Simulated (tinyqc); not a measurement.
Weibull analysis of times to dielectric breakdown, with area scaling: one step of the calculation.

Breakdown times follow F(t) = 1 - exp(-(t/t63)^beta). The 8 times below were drawn at random from beta = 1.3, t63 = 1400 s and are treated as data; all samples failed.

Problem. Straight-line fit. W = ln(-ln(1 - F)) is the Weibull ordinate of each ranked failure. Least squares of W on ln t: beta = sum (x - mean x)(W - mean W)/sum (x - mean x)^2 with x = ln t, and ln t63 = mean x - mean W/beta.

Inputs (values chosen for the exercise): characteristic time of a test capacitor t63 = 1400 s; Weibull slope beta = 1.3.

```
i           W       ln t
1  -2.4417164  5.6419071
2  -1.4866710  6.0935698
3  -0.9473544  6.5424720
4  -0.5435741  6.6858609
5  -0.1985743  6.9007307
6   0.1266150  6.9077553
7   0.4685047  7.2513450
8   0.9102351  7.5496092
```

Wanted: beta; t63.

Solution.

beta = 1.772
t63 = 1082 s

beta is 36 % above the value that made the data and t63 23 % below it.

Computed by the program tinyqc: `OMP_NUM_THREADS=1 python tinyqc.py 2070116 2070117 out.jsonl`, one thread of a shared Intel Xeon 2.30GHz, about 0.01 s for the whole run.
